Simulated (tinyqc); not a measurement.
Worked calculation: Hueckel theory of the pi electrons, for the molecule C=Cc1c(O)cc2cccccc1-2 (SMILES; centres numbered as the heavy atoms are written). Computed by tinyqc, a small Python program that keeps every step. Settings: charge = 0. Command: `OMP_NUM_THREADS=1 python tinyqc.py 28781 28782 out.jsonl` (the two numbers bound the seeds that draw the settings). One thread of a shared host (Intel(R) Xeon(R) Processor @ 2.60GHz), about 0.01 s of CPU time with the checks.

## The Hueckel matrix

Centres:
```
centre  z_r, pi electrons of the neutral centre       h
1C                                            1  0.0000
2C                                            1  0.0000
3C                                            1  0.0000
4C                                            1  0.0000
5O                                            2  2.0000
6C                                            1  0.0000
7C                                            1  0.0000
8C                                            1  0.0000
9C                                            1  0.0000
10C                                           1  0.0000
11C                                           1  0.0000
12C                                           1  0.0000
13C                                           1  0.0000
```

Bonds:
```
i    j       k
1    2       1
2    3       1
3    4       1
4    5  0.8000
4    6       1
6    7       1
7    8       1
8    9       1
9   10       1
10  11       1
11  12       1
12  13       1
13   3       1
13   7       1
```

H_rr = alpha + h_r beta, H_rs = k_rs beta for bonded centres.

Hueckel matrix in units of beta (H = alpha + beta A):
```
         1C      2C      3C      4C      5O      6C      7C      8C
1C   0.0000  1.0000  0.0000  0.0000  0.0000  0.0000  0.0000  0.0000
2C   1.0000  0.0000  1.0000  0.0000  0.0000  0.0000  0.0000  0.0000
3C   0.0000  1.0000  0.0000  1.0000  0.0000  0.0000  0.0000  0.0000
4C   0.0000  0.0000  1.0000  0.0000  0.8000  1.0000  0.0000  0.0000
5O   0.0000  0.0000  0.0000  0.8000  2.0000  0.0000  0.0000  0.0000
6C   0.0000  0.0000  0.0000  1.0000  0.0000  0.0000  1.0000  0.0000
7C   0.0000  0.0000  0.0000  0.0000  0.0000  1.0000  0.0000  1.0000
8C   0.0000  0.0000  0.0000  0.0000  0.0000  0.0000  1.0000  0.0000
9C   0.0000  0.0000  0.0000  0.0000  0.0000  0.0000  0.0000  1.0000
10C  0.0000  0.0000  0.0000  0.0000  0.0000  0.0000  0.0000  0.0000
11C  0.0000  0.0000  0.0000  0.0000  0.0000  0.0000  0.0000  0.0000
12C  0.0000  0.0000  0.0000  0.0000  0.0000  0.0000  0.0000  0.0000
13C  0.0000  0.0000  1.0000  0.0000  0.0000  0.0000  1.0000  0.0000

         9C     10C     11C     12C     13C
1C   0.0000  0.0000  0.0000  0.0000  0.0000
2C   0.0000  0.0000  0.0000  0.0000  0.0000
3C   0.0000  0.0000  0.0000  0.0000  1.0000
4C   0.0000  0.0000  0.0000  0.0000  0.0000
5O   0.0000  0.0000  0.0000  0.0000  0.0000
6C   0.0000  0.0000  0.0000  0.0000  0.0000
7C   0.0000  0.0000  0.0000  0.0000  1.0000
8C   1.0000  0.0000  0.0000  0.0000  0.0000
9C   0.0000  1.0000  0.0000  0.0000  0.0000
10C  1.0000  0.0000  1.0000  0.0000  0.0000
11C  0.0000  1.0000  0.0000  1.0000  0.0000
12C  0.0000  0.0000  1.0000  0.0000  1.0000
13C  0.0000  0.0000  0.0000  1.0000  0.0000
```

## Orbitals

pi electrons, sum of z_r less the charge = 14

Diagonalise; E = alpha + x beta with beta < 0, so the largest x are filled first; degenerate levels share their electrons. P = sum n_i c_ri c_si; each orbital has its largest coefficient positive (the first on a tie).

x values: 2.5699  2.1418  1.6742  1.4275  1.1687  0.6783  0.3499  -0.4265  -0.6512  -1.0729  -1.7325  -1.9554  -2.1719

occupations: 2.0000  2.0000  2.0000  2.0000  2.0000  2.0000  2.0000  0.0000  0.0000  0.0000  0.0000  0.0000  0.0000

coefficients:
```
        MO1      MO2      MO3      MO4      MO5      MO6      MO7      MO8
1C   0.0618  -0.0450  -0.2144  -0.1821   0.3917  -0.1897   0.5369  -0.0315
2C   0.1587  -0.0964  -0.3589  -0.2599   0.4578  -0.1286   0.1879   0.0134
3C   0.3462  -0.1615  -0.3865  -0.1889   0.1433   0.1024  -0.4711   0.0258
4C   0.4297   0.1130  -0.1229   0.0656   0.0377   0.5041  -0.1297  -0.3212
5O   0.6033   0.6375   0.3017  -0.0917  -0.0363  -0.3051   0.0629   0.1059
6C   0.2756  -0.1064  -0.0606   0.3560  -0.0702   0.4836   0.3754   0.0265
7C   0.2784  -0.3409   0.0214   0.4425  -0.1198  -0.1761   0.2611   0.3099
8C   0.1388  -0.2612   0.2617   0.3512   0.2583  -0.2970  -0.0610  -0.4554
9C   0.0784  -0.2185   0.4168   0.0588   0.4216  -0.0254  -0.2825  -0.1157
10C  0.0626  -0.2069   0.4360  -0.2673   0.2345   0.2798  -0.0378   0.5047
11C  0.0824  -0.2246   0.3132  -0.4403  -0.1476   0.2152   0.2692  -0.0996
12C  0.1492  -0.2741   0.0884  -0.3613  -0.4069  -0.1339   0.1320  -0.4622
13C  0.3011  -0.3626  -0.1653  -0.0754  -0.3280  -0.3060  -0.2230   0.2967

         MO9     MO10     MO11     MO12     MO13
1C   -0.3851  -0.4959  -0.1252   0.1078  -0.1218
2C    0.2508   0.5321   0.2170  -0.2108   0.2645
3C    0.2218  -0.0750  -0.2507   0.3044  -0.4528
4C   -0.1086  -0.3330   0.3061  -0.4030   0.1698
5O    0.0328   0.0867  -0.0656   0.0815  -0.0326
6C   -0.1773   0.3629  -0.2272   0.4184   0.1100
7C    0.2241  -0.0564   0.0875  -0.4151  -0.4087
8C    0.3180  -0.1837   0.1644   0.3747   0.2287
9C   -0.4311   0.2535  -0.3723  -0.3176  -0.0880
10C  -0.0373  -0.0882   0.4807   0.2463  -0.0376
11C   0.4554  -0.1588  -0.4604  -0.1640   0.1697
12C  -0.2593   0.2586   0.3170   0.0744  -0.3309
13C  -0.2866  -0.1187  -0.0888   0.0186   0.5490
```

charge and bond-order matrix P:
```
          1C       2C       3C       4C       5O       6C       7C       8C
1C    1.1252   0.8860  -0.1406  -0.2292   0.0760   0.1047   0.1481   0.0500
2C    0.8860   0.9846   0.4446   0.0248  -0.0315  -0.0811  -0.0575   0.0140
3C   -0.1406   0.4446   1.1680   0.5675  -0.1190  -0.1374  -0.1973  -0.0838
4C   -0.2292   0.0248   0.5675   0.9784   0.2498   0.6592  -0.0392  -0.2221
5O    0.0760  -0.0315  -0.1190   0.2498   1.9364  -0.1478  -0.0180   0.0828
6C    0.1047  -0.0811  -0.1374   0.6592  -0.1478   1.1947   0.5810  -0.0190
7C    0.1481  -0.0575  -0.1973  -0.0392  -0.0180   0.5810   1.0071   0.5883
8C    0.0500   0.0140  -0.0838  -0.2221   0.0828  -0.0190   0.5883   0.8760
9C   -0.1341   0.0237   0.1623   0.0027   0.0060  -0.2148   0.0230   0.6627
10C  -0.0263   0.0142   0.0342   0.1743  -0.0687   0.0447  -0.2164   0.1255
11C   0.1483  -0.0158  -0.1980   0.0212  -0.0039   0.1727  -0.0771  -0.2420
12C   0.0105  -0.0639  -0.0083  -0.2027   0.0780  -0.1006   0.1676  -0.1696
13C  -0.2122   0.0179   0.5353  -0.0678  -0.0024  -0.2079   0.4109   0.1731

          9C      10C      11C      12C      13C
1C   -0.1341  -0.0263   0.1483   0.0105  -0.2122
2C    0.0237   0.0142  -0.0158  -0.0639   0.0179
3C    0.1623   0.0342  -0.1980  -0.0083   0.5353
4C    0.0027   0.1743   0.0212  -0.2027  -0.0678
5O    0.0060  -0.0687  -0.0039   0.0780  -0.0024
6C   -0.2148   0.0447   0.1727  -0.1006  -0.2079
7C    0.0230  -0.2164  -0.0771   0.1676   0.4109
8C    0.6627   0.1255  -0.2420  -0.1696   0.1731
9C    0.9785   0.6371   0.0330  -0.2365  -0.0760
10C   0.6371   0.8860   0.6426   0.1266  -0.2243
11C   0.0330   0.6426   0.9796   0.6548   0.0204
12C  -0.2365   0.1266   0.6548   0.8734   0.6040
13C  -0.0760  -0.2243   0.0204   0.6040   1.0122
```

## Energy, charges, bond orders

E = sum n x; q_r = z_r - P_rr; bond order p = P_rs; free valence = sqrt(3) - sum of p over the bonds of the atom.

pi energy = 14 alpha + this times beta = 20.0207

pi charges: 1C -0.1252, 2C 0.0154, 3C -0.1680, 4C 0.0216, 5O 0.0636, 6C -0.1947, 7C -0.0071, 8C 0.1240, 9C 0.0215, 10C 0.1140, 11C 0.0204, 12C 0.1266, 13C -0.0122

Bond orders and lengths from R = 1.517 - 0.180 p (angstrom, C-C alone):
```
bond        p       R
1-2    0.8860  1.3575
2-3    0.4446  1.4370
3-4    0.5675  1.4149
4-5    0.2498       -
4-6    0.6592  1.3983
6-7    0.5810  1.4124
7-8    0.5883  1.4111
8-9    0.6627  1.3977
9-10   0.6371  1.4023
10-11  0.6426  1.4013
11-12  0.6548  1.3991
12-13  0.6040  1.4083
13-3   0.5353  1.4206
13-7   0.4109  1.4430
```

free valence of the carbons: 1C 0.8460, 2C 0.4015, 3C 0.1847, 4C 0.2556, 6C 0.4918, 7C 0.1518, 8C 0.4810, 9C 0.4322, 10C 0.4523, 11C 0.4346, 12C 0.4732, 13C 0.1818

gap between the highest filled and the next level = 0.7764 |beta|
